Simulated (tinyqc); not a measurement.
# Ballistic conductance of a hard-wall strip of a two-dimensional electron gas by counting modes: thermal smearing

Subband edges E_n = C (n pi/W)^2/m, n = 1, 2, ...; C = hbar^2/(2 m0). Every mode transmits fully; spin gives the factor 2 in 2 q^2/h, valleys the factor gv.

G = (2 q^2/h) gv M; at zero temperature M counts the edges below Ef, at T it is the sum of degeneracy times f. The smooth (Sharvin) count is kF W/pi, kF = sqrt(m Ef/C), and with the boundary term kF W/pi - 1/2. f = 1/(1 + exp((E_n - Ef)/Vt)).

Inputs (values chosen for the exercise): mass m = 0.065 m0; valleys gv = 2; Fermi energy above the 2D band edge Ef = 0.043 eV; width W = 72 nm.

Constants: q = 1.602176634e-19 C, kB = 1.380649e-23 J/K, hbar = 1.054571817e-34 J s, h = 6.62607015e-34 J s, m0 = 9.1093837015e-31 kg, Vt = kB T/q, hbar^2/(2 m0) = 0.0380998212 eV nm^2. Results are converted to the units shown.

Result of one run:

| T (K) | kB T (meV) | M at T | G (uS) |
|---|---|---|---|
| 2 | 0.1723 | 6.000 | 929.8 |

What becomes of these results when the temperature T is changed from 2 to 220 K, all else the same?

Result of the changed run:

| T (K) | kB T (meV) | M at T | G (uS) |
|---|---|---|---|
| 220 | 18.96 | 5.298 | 821.0 |

The whole series:

| T (K) | kB T (meV) | M at T | G (uS) |
|---|---|---|---|
| 2 | 0.1723 | 6.000 | 929.8 |
| 10 | 0.8617 | 5.964 | 924.1 |
| 30 | 2.585 | 5.757 | 892.1 |
| 77 | 6.635 | 5.639 | 873.8 |
| 150 | 12.93 | 5.453 | 845.0 |
| 220 | 18.96 | 5.298 | 821.0 |
| 300 | 25.85 | 5.213 | 807.8 |
| 400 | 34.47 | 5.214 | 808.0 |

M at T falls from 6.00 to 5.21; the integer count is 6. The edge nearest to Ef lies 2.83 meV from it, and M stays within 0.01 of the integer up to 2 K among the rows.

Program tinyqc, `OMP_NUM_THREADS=1 python tinyqc.py 2740011 2740012 out.jsonl`; Intel Xeon 2.30GHz, shared host, one thread, about 0.03 s.
